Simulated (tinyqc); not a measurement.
Range and order of the fit: effective mass of the split-off band from tabulated energies.

c = hbar^2/2m0. A uniform scatter of up to 0.1 meV has been added to mimic numerical noise.
Constants: hbar^2/2m0 = 3.80998211 eV angstrom^2.

Energies along [100], from the band edge downward:
```
k (1/angstrom)    E (meV)
0.000000          0.00000
0.005500          1.36890
0.011000          5.39090
0.016500         12.54990
0.022000         22.65520
0.027500         36.31430
0.033000         53.89820
0.038500         75.62360
0.044000        101.75250
```

reference mass (curvature of the model at k = 0.0001 1/angstrom) = 0.085426 m0

Least-squares fits of E = a k^2 (+ b k^4 + d k^6) over points 1 to n, and the line y = c k^2/E against E; errors of m against the reference.

Results:
```
n  E at point n (meV)  one term (%)  two terms (%)  three terms (%)  line (%)  rms residual, one term (meV)
3                12.5         -2.70           2.35            -2.53     -0.26                         0.099
4                22.7         -4.17          -0.15             3.18     -0.26                         0.151
5                36.3         -6.07          -0.23             0.26     -0.32                         0.330
6                53.9         -8.28          -0.20            -0.16     -0.44                         0.659
7                75.6        -10.54          -0.65             0.22     -0.66                         1.116
8               101.8        -12.75          -1.43             0.42     -1.00                         1.707
```

The error of the parabola goes from -2.70 to -12.75 % as the range widens, and at n = 8 its residual, 1.71 meV, is only 1.7 % of the top energy: a small residual does not vouch for the mass. Over the full range (n = 8) the best form is three terms (0.42 %); the line errs by -0.26 % at n = 3 and -1.00 % at n = 8. Many terms on few points amplify the scatter: three terms err by -2.5 % at n = 3 but by +0.4 % at n = 8.

Run: tinyqc, `OMP_NUM_THREADS=1 python tinyqc.py 1850158 1850159 out.jsonl`; Intel(R) Xeon(R) Processor @ 2.30GHz, one thread, shared host; about 0.01 s of CPU time with all checks.
